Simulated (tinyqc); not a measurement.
# Double-gate transistor, scale length and short-channel effects: effect of the channel length

A body of thickness ts between two insulators of thickness ti and two tied gates. Below threshold the potential that source and drain add obeys Laplace's equation and vanishes on the gate. Its lowest mode decays along the channel as exp(-k y); k is the smallest positive root of the matching condition at the interface, and the scale length is Lambda = pi/k.

k is the smallest positive root of f(k) = ei cos(k ti) cos(k ts/2) - eps_r sin(k ti) sin(k ts/2). Along the channel psi(y) = s + a exp(y/l) + b exp(-y/l) with psi(0) = Vbi, psi(L) = Vbi + Vds and l = 1/k = Lambda/pi; with A = Vbi - s, B = A + Vds, x = exp(-L/l): a = (B - A x) x/(1 - x^2), b = (A - B x)/(1 - x^2). The minimum is s + 2 sqrt(a b), at y = (l/2) ln(b/a). The long-channel potential follows the gate as s = sT + (Vg - VTL)/m, and the threshold VT is the gate voltage at which the minimum equals sT. Swing = m Vt ln 10/g at threshold, g = d(minimum)/ds = 1 - (b x + a)/((1 + x) sqrt(a b)). DIBL = [VT(0.05 V) - VT(Vds)]/(Vds - 0.05 V). sT and Vbi are held fixed; m = 1.

Parameters, values chosen for the exercise; permittivities: semiconductor close to that of germanium, insulator close to that of zirconium oxide:
- T = 325 K (temperature)
- eps_r = 15.7 (relative permittivity of the semiconductor)
- ei = 23.9 (relative permittivity of the insulator)
- ti = 6.8 nm (insulator thickness)
- ts = 7.8 nm (body thickness)
- Vbi = 0.91 V (potential of the source)
- sT = 0.47 V (potential of the barrier top at threshold)
- Vds = 1 V (drain voltage)

Constants: q = 1.602176634e-19 C, kB = 1.380649e-23 J/K, Vt = kB T/q. Results are converted to the units shown.

The same in every row: Lambda (nm) = 19.144.

Results:
```
L (nm)  L/Lambda  VT - VTL at Vds = 0.05 V (mV)  VT - VTL at Vds (mV)  DIBL (mV/V)  swing (mV/decade)
21        1.0970                        -245.75               -440.71       205.22             103.19
30        1.5671                        -94.700               -166.56       75.644             79.671
36        1.8805                        -53.898               -93.958       42.169             73.198
43        2.2461                        -28.939               -50.102       22.278             69.192
51        2.6640                        -14.582               -25.131       11.104             66.868
61        3.1864                        -6.3094               -10.842       4.7709             65.520
72        3.7610                        -2.5382               -4.3554       1.9128             64.903
86        4.4923                       -0.80171               -1.3748      0.60324             64.618
```

Estimate the missing row, L = 25 nm.

Computed row:
```
L (nm)  L/Lambda  VT - VTL at Vds = 0.05 V (mV)  VT - VTL at Vds (mV)  DIBL (mV/V)  swing (mV/decade)
25        1.3059                        -157.27               -279.37       128.53             89.476
```

With this row back in the table: From L = 21 to 86 nm, DIBL falls from 205 to 0.603 mV/V and the swing falls from 103 to 64.6 mV a decade (long-channel value 64.5). Between the last two rows the threshold shift at Vds decays with a length of 12.1 nm, against 2 Lambda/pi = 12.2 nm for a shift that goes as exp(-pi L/(2 Lambda)). DIBL first drops below 100 mV/V at L = 30 nm among the rows, L/Lambda = 1.6. For L = 21 to 25 nm L is under 1.5 Lambda, where higher modes, left out of the one-mode potential, count.

tinyqc, about 0.01 s, one thread, Intel Xeon 2.30GHz (shared host): `OMP_NUM_THREADS=1 python tinyqc.py 2420018 2420019 out.jsonl`
